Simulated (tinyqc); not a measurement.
Both approximations at x = 1/2: order-disorder in a binary alloy on two sublattices: Bragg-Williams and pair (quasi-chemical) approximations. Computed by tinyqc, a small Python program. Command: `OMP_NUM_THREADS=1 python tinyqc.py 3009927 3009928 out.jsonl order walk`. One thread of a shared host (Intel(R) Xeon(R) Processor @ 2.30GHz), about 0.01 s of CPU time with the checks.

All z = 4 neighbours of a site lie on the other sublattice. B fills the sublattices with x + eta/2 and x - eta/2; energies are per site, from the pure components: u = -z w y with y the probability of an A-B bond taken in one order.

Inputs (values chosen for the exercise, for a model alloy): ordering energy w = (e_AA + e_BB)/2 - e_AB = 17.6 meV; fraction x of B = 0.5.

Lattice: square (z = 4).

Constants: k_B = 8.617333262e-05 eV/K.

Method. Bragg-Williams: k_B T_c = 2 z w x (1 - x). Pair approximation at x = 1/2: k_B T_c = w/ln(z/(z - 2)). At x = 1/2 the alloy is an Ising model with K = w/(2 k_B T). Bragg-Williams: eta = tanh(z K eta), neighbour correlation -eta^2. Pair: h = (z - 1) artanh(tanh K tanh h), eta = tanh(z h/(z - 1)), correlation -(tanh K + tanh^2 h)/(1 + tanh K tanh^2 h). T is given in units of the Bragg-Williams T_c at x = 1/2, z w/(2 k_B).

T_c, pair approximation at x = 1/2 = 294.655 K

Order and neighbour correlation:
```
T/T_c   T (K)  eta, Bragg-Williams  correlation, Bragg-Williams  eta, pair  correlation, pair
0.30   122.54              0.99741                     -0.99483    0.99704           -0.99432
0.45   183.82              0.97398                     -0.94863    0.96095           -0.93274
0.55   224.66              0.93553                     -0.87521    0.87689           -0.81371
0.65   265.51              0.87207                     -0.76050    0.65847           -0.58845
0.75   306.36              0.77552                     -0.60143    0.00000           -0.32151
0.85   347.21              0.62950                     -0.39627    0.00000           -0.28592
0.95   388.06              0.37949                     -0.14401    0.00000           -0.25725
1.10   449.33              0.00000                      0.00000    0.00000           -0.22344
1.50   612.72              0.00000                      0.00000    0.00000           -0.16514
```

What does the comparison show, and why?

The pair approximation loses long-range order between T/T_c = 0.65 and 0.75, at 295 K, and keeps a correlation of -0.165 in the last row. At its own T_c the correlation is -1/(z - 1) = -0.333, so the fewer the neighbours, the more of the ordering energy is released above T_c.
